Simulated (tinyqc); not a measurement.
# Worked calculation: phase-change memory cell, resistance drift and retention

Program tinyqc, `OMP_NUM_THREADS=1 python tinyqc.py 2880007 2880008 out.jsonl`; Intel Xeon 2.30GHz, shared host, one thread, about 0.01 s. Printed values are rounded.

The amorphous state follows Ra = R0 (t/t0)^nu exp[(q Ec/kB)(1/T - 1/(300 K))], with nu taken as independent of T. An intermediate level follows the logarithmic mixing rule ln R = (1 - fa) ln Rc + fa ln Ra with constant Rc. The time to lose the data by crystallisation is tr = tx exp[(q Ex/kB)(1/T - 1/Tx)]; 1 year = 3.15576e7 s. These are empirical laws.

Values chosen for this exercise; values of the order found in chalcogenide phase-change cells: resistance of the amorphous state at t0 and 300 K R0 = 9.1 Mohm; reference time t0 = 0.001 s; drift exponent nu = 0.049; activation energy of conduction Ec = 0.26 eV; activation energy of crystallisation Ex = 2.5 eV; temperature of a bake Tx = 423 K; time to crystallise in that bake tx = 78000 s; operating temperature T = 358 K; time of the read t = 3600 s; amorphous share of an intermediate level fa = 0.27; resistance of the crystalline state Rc = 7.1 kohm.

Constants: q = 1.602176634e-19 C, kB = 1.380649e-23 J/K. Results are converted to the units shown.

## Resistances at the read

Ra and the intermediate level as above; its effective drift exponent is fa nu.

drift factor = 2.095361
temperature factor = 0.1960498
Ra = 3.738235 Mohm
intermediate level = 0.03855126 Mohm
effective exponent = 0.01323

Against R0 the resistance has fallen by a factor of 2.43.

## Retention

tr at T; the ten-year temperature solves tr = 10 years: 1/T10 = 1/Tx + (kB/(q Ex)) ln(10 years/tx).

tr = 632.4836 years
T10 = 377.3087 K
loss of tr per kelvin, q Ex/(kB T^2) = 22.63607 %/K

T lies 19.3 K below T10, so ten years are met.
